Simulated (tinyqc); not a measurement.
# Resistance of a source-drain extension with a graded tip: effect of the position under the gate where the fall begins

y runs along the channel, the gate covers y > 0. The doping is N0 for y < y0 and N0 10^(-(y - y0)/la) beyond, uniform over the depth xj. Sheet conductance s(y) = q mu(N) max(N - Nch, 0) xj + (for y > 0) ma Cox Vo, with mu(N) = u0 + (u1 - u0)/(1 + (N/Nr)^au) and Cox = eps0 eox/tox. Current is taken as one-dimensional; depletion of the tip, spreading and the contact are left out. The metallurgical junction lies at yj, where N = Nch.

R_spacer = integral of dy/s from -Ls to 0, R_ov from 0 to yj, R_channel = (Lg - 2 yj)/(ma Cox Vo), R_total = 2 R_spacer + 2 R_ov + R_channel. Electrical length L_eff = ma Cox dR_total/d(1/Vo); R_series = R_total - L_eff/(ma Cox Vo).

Parameters, values chosen for the exercise; mobility law close to that of holes in silicon:
- eox = 3.9 (relative permittivity of the gate insulator (close to silicon dioxide))
- tox = 2.4 nm (insulator thickness)
- N0 = 5e19 cm^-3 (active doping of the extension far from the gate)
- la = 5.5 nm/decade (lateral abruptness)
- xj = 16 nm (depth of the extension)
- Nch = 1e18 cm^-3 (channel doping)
- Ls = 5 nm (spacer length)
- Vo = 0.64 V (gate overdrive)
- ma = 76 cm^2/(V s) (mobility of the gate-induced layer)
- u1 = 470.5 cm^2/(V s) (mobility at low doping)
- u0 = 44.9 cm^2/(V s) (mobility at high doping)
- Nr = 2.23e17 cm^-3 (reference doping)
- au = 0.719 (exponent)
- Lg = 50 nm (gate length)

Constants: q = 1.602176634e-19 C, eps0 = 8.8541878128e-14 F/cm where lengths are in cm. Results are converted to the units shown.

Effect of the position under the gate where the fall begins:
```
y0 (nm)  yj (nm)  R_spacer (ohm um)  R_ov (ohm um)  R_channel (ohm um)  R_total (ohm um)  L_eff (nm)  R_series (ohm um)
-6         3.344              32.91          34.05               618.9             752.8       46.84              83.41
-4         5.344              15.15          45.42               561.7             682.9       43.49              61.43
-2         7.344              8.910          52.33               504.6             627.1       39.73              59.36
0          9.344              7.452          56.15               447.4             574.6       35.80              63.03
2          11.34              7.452          58.85               390.3             522.9       31.84              67.92
4          13.34              7.452          61.55               333.1             471.1       27.87              72.81
6          15.34              7.452          64.25               275.9             419.4       23.91              77.70
8          17.34              7.452          66.95               218.8             367.6       19.95              82.59
```

As y0 goes from -6 to 8, R_total falls from 753 to 368 ohm um, L_eff falls from 46.8 to 19.9 nm and R_series goes from 83.4 through a minimum of 59.4 (at y0 = -2 among the rows listed) to 82.6 ohm um. More overlap also shortens the channel and adds capacitance, effects on threshold and speed that are left out.

tinyqc, about 0.03 s, one thread, Intel Xeon 2.30GHz (shared host): `OMP_NUM_THREADS=1 python tinyqc.py 2282076 2282077 out.jsonl`
